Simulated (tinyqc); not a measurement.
## Permittivity and interlayer from two capacitances

Question. A two-layer stack has Cox = eps0/(t1/e1 + t2/e2) and EOT = 3.9 eps0/Cox. Find e2, the EOT of layer 1 and, with e1 given, t1.

Values chosen for this exercise:

| symbol | value | unit | meaning |
|---|---|---|---|
| e1 | 3.84 |  | relative permittivity of layer 1 |

Constants: eps0 = 8.8541878128e-14 F/cm where lengths are in cm. Results are converted to the units shown.

Cox at t2 = 2.1 and 7.1 nm (uF/cm^2): 2.2636336  0.93159472

Answer. EOT is linear in t2 with slope 3.9/e2, and its intercept is the EOT of layer 1.

e2 = 8.94
EOT of layer 1 = 0.609 nm
t1 = 0.600 nm

Numbers from tinyqc (`OMP_NUM_THREADS=1 python tinyqc.py 2010042 2010043 out.jsonl`; about 0.01 s on one thread of a shared Intel Xeon 2.30GHz).
